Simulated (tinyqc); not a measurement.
Bandgap voltage reference from two bipolar transistors: effect of the offset of the amplifier.

Two transistors of area 1 and N carry the same current I. Is(T) = Is (T/T0)^eta exp[(Vg0 q/kB)(1/T0 - 1/T)], VBE1 = Vt ln(I/Is(T)) + I rb, VBE2 = Vt ln(I/(N Is(T))) + I rb/N. The amplifier forces I R1(T) = VBE1 - VBE2 + Vos, with R(T) = R (1 + tc (T - T0)) for both resistors, and the output is Vref = VBE1 + I R2(T). Base currents and the Early effect are neglected.

Vt = kB T/q; I = (Vt ln N + Vos)/(R1(T) - rb (1 - 1/N)). Box coefficient: span of Vref between 233 and 398 K over its average over T and over 165 K. The last column is the R2 that gives zero slope at T0.

Inputs (values chosen for the exercise); values of the order met in silicon bipolar transistors:

| symbol | value | unit | meaning |
|---|---|---|---|
| T0 | 300 | K | reference temperature |
| Vg0 | 1.146 | V | band-gap voltage extrapolated to 0 K |
| eta | 3.3 |  | temperature exponent of the saturation current |
| Is | 9.7e-17 | A | saturation current of the unit transistor at T0 |
| N | 15 |  | area ratio of the second transistor |
| R1 | 4.2 | kohm | resistor across which the difference of VBE falls, at T0 |
| tc | 0 | ppm/K | temperature coefficient of both resistors |
| rb | 79 | ohm | series resistance of the unit transistor |
| R2 | 31.05 | kohm | output resistor at T0 |

Constants: q = 1.602176634e-19 C, kB = 1.380649e-23 J/K. Results are converted to the units shown.

Effect of the offset of the amplifier:
```
Vos (mV)  I at T0 (uA)  Vref at T0 (V)  slope at T0 (uV/K)  box coefficient (ppm/K)  R2 for zero slope (kohm)
-5               15.75           1.158              -26.63                    31.46                     31.52
-3               16.24           1.174              -26.79                    31.13                     31.52
-1               16.72           1.189              -26.87                    30.75                     31.53
0                16.97           1.197              -26.88                    30.56                     31.53
1                17.21           1.205              -26.87                    30.35                     31.53
3                17.69           1.221              -26.80                    29.92                     31.52
5                18.18           1.237              -26.68                    29.46                     31.52
```

As Vos goes from -5 to 5, Vref rises from 1.158 to 1.237 V and the box coefficient falls from 31.5 to 29.5 ppm/K. Each mV of offset moves Vref by 7.91 mV, about R2/R1 = 7.39 plus the change of VBE1 with the current.

Numbers from tinyqc (`OMP_NUM_THREADS=1 python tinyqc.py 2062141 2062142 out.jsonl`; about 0.03 s on one thread of a shared Intel Xeon 2.30GHz).
